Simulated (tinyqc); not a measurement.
Global model of a low-pressure process discharge: electron temperature, density, ion flux and ion energy: one step, computed by the program tinyqc.

Maxwellian electrons with temperature T_e in eV, one positive ion, no negative ions, uniform bulk density n; rate constants have the Arrhenius form.

Question. Energy per pair and density. E_c = E_iz + (X0 exp(-E_ex/T_e) E_ex + K_el (3 m_0/M) T_e)/K_iz; wall potential V_s = (T_e/2) ln(M/(2 pi m_0)); E_T = E_c + 2 T_e + T_e/2 + V_s; n = P/(e u_B A_eff E_T); ion current density J = e h_L n u_B; ionised share n/n_g.

Inputs (values chosen for the exercise, of the order of those of an inductive discharge in a simple atomic gas):

| quantity | value | unit |
|---|---|---|
| ion mass M | 35.5 | u |
| ionisation energy E_iz | 17.2 | eV |
| excitation prefactor X0 | 3e-14 | m^3/s |
| excitation energy E_ex | 9.64 | eV |
| elastic rate constant K_el | 6.9e-14 | m^3/s |
| gas temperature T_g | 400 | K |
| absorbed power P | 120 | W |

T_e = 2.384289 eV

K_iz = 3.902324e-17 m^3/s

Bohm velocity u_B = 2545.634 m/s

A_eff = 464.3412 cm^2

h_L = 0.1925497

gas density n_g = 2.897188e+20 1/m^3

Constants: m_0 = 9.1093837015e-31 kg; u = 1.6605390666e-27 kg; e = 1.602176634e-19 C.

Give: collisional loss per pair E_c; wall potential V_s; E_T; plasma density n; ion current density J; ionised share.

Answer.

collisional loss per pair E_c = 147.40 eV

wall potential V_s = 11.015 V

E_T = 164.38 eV

plasma density n = 3.8547e+10 1/cm^3

ion current density J = 0.30272 mA/cm^2

ionised share = 1.3305e-04

Collisions take 90 % of the power and the walls the rest. T_e came from the particle balance alone; the power sets only n.
